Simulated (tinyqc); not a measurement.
Free and trapped electrons in a MOS channel with a dense trap tail: two steps of the calculation.

p-type body, charge-sheet picture, full ionisation (an idealisation for deep acceptors), Boltzmann statistics for free electrons. e = Ec - EF at the surface. Acceptor-like traps of density D(E) = D0 + De exp(-E/Ew) at depth E below Ec, from 0 to Eu, hold n_t = integral of D(E)/(1 + exp((e - E)/Vt)). psi = Eg - Vt ln(Nv/Na) - e; N_dep = sqrt(2 eps0 eps_r Na (psi - Vt)/q); n_f = sqrt(N_dep^2 + 2 eps0 eps_r Vt Nc exp(-e/Vt)/q) - N_dep; Vg = Vfb + psi + q (N_dep + n_t + n_f)/Cox, Cox = eps0 eox/tox.

Parameters, values chosen for the exercise; band and dielectric values close to those of gallium nitride: temperature T = 300 K; band gap Eg = 3.4 eV; relative permittivity eps_r = 9.53; conduction-band density of states at T Nc = 2.31e18 cm^-3; valence-band density of states at T Nv = 4.63e19 cm^-3; relative permittivity of the insulator eox = 3.9; insulator thickness tox = 27 nm; acceptor density Na = 4.1e15 cm^-3; flat-band voltage without trapped charge Vfb = -2.04 V; constant background density of acceptor-like traps D0 = 3.7e10 cm^-2 eV^-1; density of the tail at the conduction edge De = 1.4e13 cm^-2 eV^-1; decay energy of the tail Ew = 0.1 eV; depth below Ec down to which the traps reach Eu = 0.98 eV; mobility of free electrons mf = 180 cm^2/(V s); Ec - EF at the surface e = 0.089 eV.

Constants: q = 1.602176634e-19 C, kB = 1.380649e-23 J/K, Vt = kB T/q, eps0 = 8.8541878128e-14 F/cm where lengths are in cm. Results are converted to the units shown.

Problem 1. Trapped charge. Trapezoid rule on 12 equal steps from 0 to Eu, f = 1/(1 + exp((e - E)/Vt)).

Find: E; D(E) f; n_t.

Solution 1.

```
point	E (eV)	D(E) f (cm^-2 eV^-1)
0	0	4.350e11
1	0.08167	2.673e12
2	0.1633	2.623e12
3	0.2450	1.242e12
4	0.3267	5.708e11
5	0.4083	2.729e11
6	0.4900	1.413e11
7	0.5717	8.307e10
8	0.6533	5.736e10
9	0.7350	4.600e10
10	0.8167	4.098e10
11	0.8983	3.876e10
12	0.9800	3.778e10
```

n_t = 6.555e11 cm^-2

Problem 2. Charges and gate voltage. psi, N_dep, n_f and Vg as defined, with the n_t given; free share n_f/(n_f + n_t); apparent mobility mf n_f/(n_f + n_t); gate voltage spent on traps q n_t/Cox.

n_t = 6.5545651e11 cm^-2

Give: psi; N_dep; n_f; Vg; free share; apparent mobility; gate voltage spent on traps.

Solution 2.

psi = 3.070 V
N_dep = 3.626e11 cm^-2
n_f = 2.675e10 cm^-2
Vg = 2.339 V
free share = 3.922 %
apparent mobility = 7.059 cm^2/(V s)
gate voltage spent on traps = 0.8211 V

Numbers from tinyqc (`OMP_NUM_THREADS=1 python tinyqc.py 2222183 2222184 out.jsonl`; about 0.02 s on one thread of a shared Intel Xeon 2.30GHz).
